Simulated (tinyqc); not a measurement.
# Frequency dispersion of an accumulation capacitance by border traps, distributed model: two studies

Traps spread evenly through the insulator exchange electrons with the semiconductor by tunnelling, with tau(x) = t0 exp(2 ka x) at depth x from the interface. The admittance per area Y seen at depth x obeys dY/dx = -Y^2/(i w eps0 eox) + q Nb ln(1 + i w tau)/tau, with Y(0) = i w Cs and w = 2 pi f; the gate sees Y(tox) = G + i w C. Working variable y = Y/(i w), in uF/cm^2. Cox = eps0 eox/tox.

Values chosen for this exercise; permittivity close to that of aluminium oxide:
- eox = 8.75 (relative permittivity of the insulator)
- tox = 4.5 nm (insulator thickness)
- Cs = 1.6 uF/cm^2 (semiconductor capacitance in accumulation)
- Nb = 9.2e19 cm^-3 eV^-1 (density of border traps)
- ka = 4.7 1/nm (decay constant of the wave function in the insulator)
- t0 = 9e-9 s (time constant of a trap at the interface)
- f = 1000 Hz (frequency)

Constants: q = 1.602176634e-19 C, eps0 = 8.8541878128e-14 F/cm where lengths are in cm. Results are converted to the units shown.

Each table varies one quantity; the others keep the values above.

## Capacitance and loss against frequency

Cox; trap-free value 1/(1/Cox + 1/Cs); response depth d = ln(1/(w t0))/(2 ka), where w tau = 1; lumped estimate: all traps within d act as C_bt = q Nb d placed at d/2, so C = 1/{1/[1/(1/Cs + d/(2 eps0 eox)) + C_bt] + (tox - d/2)/(eps0 eox)}. C and G from a fine integration; dispersion -d C/d log10 f over C, from f times and over 1.1. For a broad spread of time constants G/w is close to -(pi/2) dC/d ln w.

The same in every row: trap-free C (uF/cm^2) = 0.8293.

Capacitance and loss against frequency:

| f (Hz) | d (nm) | C (uF/cm^2) | G/w (uF/cm^2) | dispersion (% a decade) | -(pi/2) dC/d ln w (uF/cm^2) | lumped C (uF/cm^2) |
|---|---|---|---|---|---|---|
| 10 | 1.530 | 1.392 | 0.05880 | 6.175 | 0.05865 | 1.321 |
| 100 | 1.285 | 1.308 | 0.05632 | 6.295 | 0.05617 | 1.250 |
| 1000 | 1.040 | 1.227 | 0.05484 | 6.533 | 0.05468 | 1.177 |
| 10000 | 0.7955 | 1.147 | 0.05442 | 6.930 | 0.05424 | 1.103 |
| 1e5 | 0.5506 | 1.067 | 0.05513 | 7.552 | 0.05499 | 1.025 |
| 1e6 | 0.3056 | 0.9853 | 0.05665 | 8.522 | 0.05728 | 0.9427 |
| 1e7 | 0.06065 | 0.8994 | 0.05214 | 9.415 | 0.05777 | 0.8530 |

What does the comparison show?

C falls from 1.392 to 0.8994 uF/cm^2, towards the trap-free 0.8293; each decade of frequency removes ln 10/(2 ka) = 0.245 nm from the response depth. The dispersion rises from 6.18 to 9.42 % a decade and G/w moves up and down between 0.0521 and 0.0588 uF/cm^2. G/w lies between 0.903 and 1.00 times -(pi/2) dC/d ln w, the relation for a broad spread of time constants.

## Effect of the decay constant of the wave function in the insulator

Same model as above.

The same in every row: trap-free C (uF/cm^2) = 0.8293.

Effect of the decay constant of the wave function in the insulator:

| ka (1/nm) | d (nm) | C (uF/cm^2) | G/w (uF/cm^2) | dispersion (% a decade) | -(pi/2) dC/d ln w (uF/cm^2) | lumped C (uF/cm^2) |
|---|---|---|---|---|---|---|
| 2.5 | 1.956 | 1.600 | 0.1288 | 11.68 | 0.1275 | 1.445 |
| 3.2 | 1.528 | 1.415 | 0.08775 | 9.041 | 0.08724 | 1.320 |
| 3.9 | 1.254 | 1.307 | 0.06791 | 7.587 | 0.06764 | 1.240 |
| 4.6 | 1.063 | 1.235 | 0.05615 | 6.643 | 0.05598 | 1.184 |
| 5.3 | 0.9227 | 1.184 | 0.04828 | 5.965 | 0.04816 | 1.142 |
| 6 | 0.8150 | 1.144 | 0.04259 | 5.445 | 0.04250 | 1.109 |
| 6.7 | 0.7299 | 1.113 | 0.03824 | 5.027 | 0.03817 | 1.082 |
| 7.4 | 0.6608 | 1.088 | 0.03479 | 4.680 | 0.03473 | 1.061 |

What does the table show?

As ka goes from 2.5 to 7.4, C falls from 1.60 to 1.09 uF/cm^2, the dispersion falls from 11.7 to 4.68 % a decade and G/w falls from 0.129 to 0.0348 uF/cm^2. The lumped estimate is 9.7 % below C in the first row and 2.5 % below it in the last.

Computed by the program tinyqc: `OMP_NUM_THREADS=1 python tinyqc.py 2202123 2202124 out.jsonl`, one thread of a shared Intel Xeon 2.30GHz, about 0.4 s for the whole run.
